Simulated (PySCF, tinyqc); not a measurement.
Inside a calculation. Method: RHF in the 3-21g basis, for H3+, spin multiplicity 1. The lowest restricted solution is unstable here: a spin-polarised one lies 0.0209 hartree lower (PySCF). One step of it, computed by the program tinyqc.

Task: Orthogonalisation. S = U s U^T; symmetric (Loewdin) form X = U s^(-1/2) U^T, so that X^T S X = 1.

overlap S, order 1H 1s, 1H 2s, 2H 1s, 2H 2s, 3H 1s, 3H 2s:
$$\begin{pmatrix}
1.000000 & 0.645899 & 0.037767 & 0.207619 & 0.037767 & 0.207619 \\
0.645899 & 1.000000 & 0.207619 & 0.502722 & 0.207619 & 0.502722 \\
0.037767 & 0.207619 & 1.000000 & 0.645899 & 0.000003 & 0.006959 \\
0.207619 & 0.502722 & 0.645899 & 1.000000 & 0.006959 & 0.063872 \\
0.037767 & 0.207619 & 0.000003 & 0.006959 & 1.000000 & 0.645899 \\
0.207619 & 0.502722 & 0.006959 & 0.063872 & 0.645899 & 1.000000
\end{pmatrix}$$

Give: eigenvalues of S; X.

Result:

eigenvalues of S: [0.1590, 0.3283, 0.3948, 1.1074, 1.6078, 2.4026]

X, order 1H 1s, 1H 2s, 2H 1s, 2H 2s, 3H 1s, 3H 2s:
$$\begin{pmatrix}
1.2569 & -0.5356 & 0.0242 & 0.0545 & 0.0242 & 0.0545 \\
-0.5356 & 1.6441 & 0.0426 & -0.4537 & 0.0426 & -0.4537 \\
0.0242 & 0.0426 & 1.2411 & -0.4855 & -0.0019 & -0.0079 \\
0.0545 & -0.4537 & -0.4855 & 1.4225 & -0.0079 & 0.1317 \\
0.0242 & 0.0426 & -0.0019 & -0.0079 & 1.2411 & -0.4855 \\
0.0545 & -0.4537 & -0.0079 & 0.1317 & -0.4855 & 1.4225
\end{pmatrix}$$
